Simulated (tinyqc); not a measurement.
# Short-channel transistor, virtual-source model with series resistance: what changes with what

The current per gate width is the charge at the top of the source barrier (the virtual source) times its velocity times a saturation function; al and be are fitting constants of the model. Units: I in uA/um, Rs in ohm um, so I Rs = 1e-6 I Rs in volts; Q in uC/cm^2, so I = 1e-4 Q vx0 Fsat with vx0 in cm/s.

Parameters, values chosen for the exercise: temperature T = 300 K; inversion capacitance Cinv = 2.57 uF/cm^2; velocity at the virtual source vx0 = 1.99e7 cm/s; apparent mobility mu = 90 cm^2/(V s); channel length L = 12 nm; threshold at zero drain voltage VT0 = 0.393 V; drain-induced barrier lowering dl = 0.157 V/V; subthreshold factor n0 = 1.4; growth of n with drain voltage nd = 0.05 1/V; threshold shift (in units of Vt) from weak to strong inversion al = 3.5; sharpness of saturation be = 1.4; series resistance of each contact Rs = 50 ohm um.

Constants: q = 1.602176634e-19 C, kB = 1.380649e-23 J/K, Vt = kB T/q. Results are converted to the units shown.

Each table varies one quantity; the others keep the values above.

## Effect of the series resistance of each contact on the on and off currents

Intrinsic voltages Vg' = Vgs - I Rs, Vd' = Vds - 2 I Rs. n = n0 + nd Vd', VT = VT0 - dl Vd', Ff = 1/(1 + exp((Vg' - VT + al Vt/2)/(al Vt))), Q = Cinv n Vt ln(1 + exp((Vg' - VT + al Vt Ff)/(n Vt))), Vdsat = (vx0 L/mu)(1 - Ff) + Vt Ff, Fsat = u/(1 + u^be)^(1/be) with u = Vd'/Vdsat, and I = Q vx0 Fsat per width. I is solved self-consistently. Ion is I at Vgs = Vds = 0.9 V, Ioff at Vgs = 0, Vds = 0.9 V, and Rlin = Vds/I at Vgs = 0.9 V, Vds = 0.05 V.

Result of one run:

| Rs (ohm um) | Ion (uA/um) | Ioff (nA/um) | log10(Ion/Ioff) | Rlin (ohm um) |
|---|---|---|---|---|
| 25 | 2507 | 2001 | 3.098 | 156.7 |

What becomes of these results when the series resistance of each contact Rs is changed from 25 to 50 ohm um, all else the same?

Result of the changed run:

| Rs (ohm um) | Ion (uA/um) | Ioff (nA/um) | log10(Ion/Ioff) | Rlin (ohm um) |
|---|---|---|---|---|
| 50 | 2183 | 1998 | 3.038 | 206.5 |

The whole series:

| Rs (ohm um) | Ion (uA/um) | Ioff (nA/um) | log10(Ion/Ioff) | Rlin (ohm um) |
|---|---|---|---|---|
| 0 | 2945 | 2005 | 3.167 | 107.4 |
| 25 | 2507 | 2001 | 3.098 | 156.7 |
| 50 | 2183 | 1998 | 3.038 | 206.5 |
| 100 | 1733 | 1992 | 2.940 | 306.5 |
| 150 | 1438 | 1985 | 2.860 | 406.6 |
| 200 | 1230 | 1979 | 2.793 | 506.6 |
| 300 | 954.5 | 1967 | 2.686 | 706.7 |
| 400 | 781.1 | 1954 | 2.602 | 906.8 |

As Rs goes from 0 to 400 ohm um, Ion falls from 2940 to 781 uA/um, Ioff falls from 2000 to 1950 nA/um and Rlin rises from 107 to 907 ohm um. Ion changes by a factor of 0.265 and Ioff by 0.975. In every row the off current passes 1 uA/um, so the device is hardly off at Vgs = 0.

## Effect of the channel length on the on and off currents

Same model as above.

mu, vx0, VT0, dl and n0 are held fixed.

Effect of the channel length on the on and off currents:

| L (nm) | Ion (uA/um) | Ioff (nA/um) | log10(Ion/Ioff) | Rlin (ohm um) |
|---|---|---|---|---|
| 10 | 2239.7 | 2000.8 | 3.0490 | 189.36 |
| 15 | 2099.1 | 1993.8 | 3.0223 | 232.14 |
| 24 | 1871.4 | 1980.2 | 2.9755 | 308.36 |
| 36 | 1624.9 | 1960.1 | 2.9186 | 409.38 |
| 55 | 1337.9 | 1925.2 | 2.8420 | 568.84 |
| 85 | 1041.9 | 1865.3 | 2.7471 | 820.25 |
| 130 | 779.69 | 1770.8 | 2.6437 | 1197.2 |
| 200 | 558.75 | 1625.0 | 2.5364 | 1783.5 |

As L goes from 10 to 200 nm, Ion falls from 2240 to 559 uA/um, Ioff falls from 2000 to 1620 nA/um and Rlin rises from 189 to 1780 ohm um. Ion changes by a factor of 0.249 and Ioff by 0.812. In every row the off current passes 1 uA/um, so the device is hardly off at Vgs = 0. At L = 200 nm the channel is long for this model, whose fixed vx0 belongs to short devices.

Numbers from tinyqc (`OMP_NUM_THREADS=1 python tinyqc.py 2380026 2380027 out.jsonl`; about 0.01 s on one thread of a shared Intel Xeon 2.30GHz).
